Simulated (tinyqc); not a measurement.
# Heisenberg spin cluster by exact diagonalisation: multiplets, susceptibility, level crossings, step by step

A worked calculation. Computed by tinyqc, a small Python program that keeps every step. Command: `OMP_NUM_THREADS=1 python tinyqc.py 3022912 3022913 out.jsonl spincl walk`. One thread of a shared host (Intel(R) Xeon(R) Processor @ 2.30GHz), about 0.01 s of CPU time with the checks. Intermediate numbers are printed to about 5 digits and carried at full precision; extremes and crossings named in words are read from the listed rows.

H = J1 sum S_i.S_j over the bonds 1-2, 2-3 + J2 sum over 1-3 - g mu_B B S_z; J > 0 is antiferromagnetic.

Inputs (values chosen for the exercise, for a model cluster):
```
quantity       value  unit
exchange J1      1.2   meV
exchange J2      1.5   meV
g factor           2     -
temperature T    2.7     K
field B          1.6     T
```

Cluster: triangle, two J1 bonds and one J2 bond. Spin s of each site: 1.

Constants: k_B = 8.617333262e-05 eV/K; mu_B = 5.7883818060e-05 eV/T.

## The block with S_z = 0

Basis: products of m values. S_i.S_j = m_i m_j on the diagonal and (1/2) sqrt[s(s+1) - m_i(m_i+1)] sqrt[s(s+1) - m_j(m_j-1)], s the spin of a site, between states that differ by one flip up and one down.

H at B = 0 (meV):
```
          +1 0 -1  +1 -1 0  0 +1 -1  0 0 0  0 -1 +1  -1 +1 0  -1 0 +1
+1 0 -1      -1.5       1.2       1.2       1.5       0.0       0.0       0.0
+1 -1 0       1.2      -1.2       0.0       1.2       1.5       0.0       0.0
+0 +1 -1       1.2       0.0      -1.2       1.2       0.0       1.5       0.0
+0 0 0       1.5       1.2       1.2       0.0       1.2       1.2       1.5
+0 -1 +1       0.0       1.5       0.0       1.2      -1.2       0.0       1.2
-1 +1 0       0.0       0.0       1.5       1.2       0.0      -1.2       1.2
-1 0 +1       0.0       0.0       0.0       1.5       1.2       1.2      -1.5
```

## Multiplets

Every multiplet has one member in the block S_z = 0; diagonalise it and read the total spin from <S^2> = S (S + 1).

Levels at B = 0:
```
E (meV)  total S  number of multiplets
-3.9           0                     1
-3.0           1                     1
-2.7           1                     1
-2.1           1                     1
-0.3           2                     1
0.3            2                     1
3.9            3                     1
```

ground energy = -3.9 meV

gap to the next level = 0.9 meV

The ground state has S = 0; the next level has S = 1. The highest spin, S = 3, lies at 3.9 meV, s^2 times the sum of all J, s the spin of a site.

## Thermal averages at zero field

Z = sum k (2S + 1) exp(-E/(k_B T)) over the table, k the number of multiplets; <S^2> likewise with the factor S (S + 1); chi T = N_A g^2 mu_B^2 <S^2>/(3 k_B) = 0.125049 g^2 <S^2> cm^3 K/mol (cgs, per mole of clusters); C = (<E^2> - <E>^2)/(k_B T)^2; entropy = ln Z + <E>/(k_B T).

<S^2> = 0.15032

chi T = 0.075191 cm^3 K/mol

heat capacity = 1.2652 k_B

entropy = 0.39415 k_B

Free spins would give <S^2> = 6 and the entropy 3.296 k_B; chi T is 3 % of the free value.

## Magnetisation in the field

Each multiplet splits as E - g mu_B B m; <S_z> is the Boltzmann mean. The first level crossing is at the smallest (E_S - E_0)/(g mu_B (S - S_0)) over higher spins (0 if the ground state has the highest spin).

<S_z> = 0.043513

first crossing field = 7.7742 T

Linear response would give g mu_B B <S^2>/(3 k_B T) = 0.0399.

## Susceptibility against the Curie-Weiss form

High-temperature form: chi T = C0/(1 - theta/T), C0 = 0.125049 g^2 n s (s + 1), k_B theta = -(2/3) s (s + 1) (sum of J over bonds)/n, n = 3; a dash where T <= 1.05 theta.

theta = -20.114 K

Against temperature:
```
T (K)  chi T (cm^3 K/mol)  Curie-Weiss  chi (cm^3/mol)  C (k_B)
1.4            1.8688e-03       0.1953        0.001335   0.1101
2.8            8.6349e-02       0.3667        0.030839   1.3488
4.9            3.6655e-01       0.5879        0.074806   1.6286
8.4            6.7141e-01       0.8841        0.079929   1.0044
14.0           9.7184e-01       1.2316        0.069417   0.7615
22.0           1.3079e+00       1.5678        0.059448   0.5875
35.0           1.7033e+00       1.9059        0.048666   0.3818
56.0           2.0831e+00       2.2081        0.037199   0.2033
110.0          2.4900e+00       2.5372        0.022636   0.0653
220.0          2.7354e+00       2.7498        0.012434   0.0178
```

The Curie-Weiss form is within 3 % in the last 2 rows. chi passes a maximum, at 8.4 K among these rows, the mark of a singlet ground state; among these rows C is largest at 4.9 K, and the gap is 10.4 K.

Checks made by the program: the trace of H and the count of states (relative difference below 1e-10).
